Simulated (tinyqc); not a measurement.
Surface photovoltage measurement of the minority-carrier diffusion length in a wafer: one step, computed by the program tinyqc.

Low injection, steady light, a depletion layer much thinner than 1/alpha and L. The excess density dn is taken at the front edge of the neutral region; light that reaches the back is lost.

Task: The linear plot. alpha = (84.732/lambda - 76.417)^2 per cm with lambda in micrometre (an empirical fit for silicon between 0.7 and 1.05 micrometre). Thick wafer: dn = Phi L/((S_f + D/L)(L + 1/alpha)). Finite wafer, with s = S_b L/D, w = W/L, a = alpha L: dn = [Phi a/(a^2 - 1)] [a - B - exp(-alpha W)(a - s)/(cosh w + s sinh w)]/(S_f + B D/L), B = (sinh w + s cosh w)/(cosh w + s sinh w). Readings y = (Phi/dn) (1 + noise x g) at 780, 830, 880, 920, 950, 975 and 995 nm; a least-squares line y = c (1/alpha + L_app) gives L_app = intercept/slope.

Inputs (values chosen for the exercise, modelled on p-type silicon at room temperature):

| quantity | value | unit |
|---|---|---|
| diffusion length L | 18 | micrometre |
| wafer thickness W | 300 | micrometre |
| diffusivity D | 25.2 | cm^2/s |
| front recombination velocity S_f | 1400 | cm/s |
| back recombination velocity S_b | 20000 | cm/s |
| photon flux entering | 5.2e+11 | 1/(cm^2 s) |
| relative noise of each reading | 0.2 | % |

normal deviates g for the noise: -0.18  -0.92  0.69  -0.14  1.61  -0.17  0.33

Give: the table «Readings» with the columns 1/alpha (micrometre), y (cm/s), line (cm/s), for lambda (nm) = 780, 830, 880, 920, 950, 975, 995; slope; apparent length L_app; error of L_app (rounded to 0.001).

Result:

Readings:

| lambda (nm) | 1/alpha (micrometre) | y (cm/s) | line (cm/s) |
|---|---|---|---|
| 780 | 9.64 | 2.3636e+04 | 2.3650e+04 |
| 830 | 15.18 | 2.8332e+04 | 2.8393e+04 |
| 880 | 25.33 | 3.7122e+04 | 3.7087e+04 |
| 920 | 40.66 | 5.0171e+04 | 5.0211e+04 |
| 950 | 61.28 | 6.8045e+04 | 6.7868e+04 |
| 975 | 90.92 | 9.3153e+04 | 9.3246e+04 |
| 995 | 130.89 | 1.2747e+05 | 1.2747e+05 |

slope = 856.25 cm/(s micrometre)

apparent length L_app = 17.984 micrometre

error of L_app (rounded to 0.001) = -0.091 %

At W/L = 16.7 the finite thickness shifts L_app by less than 0.05 %. S_f scales all readings alike and leaves L_app unchanged.
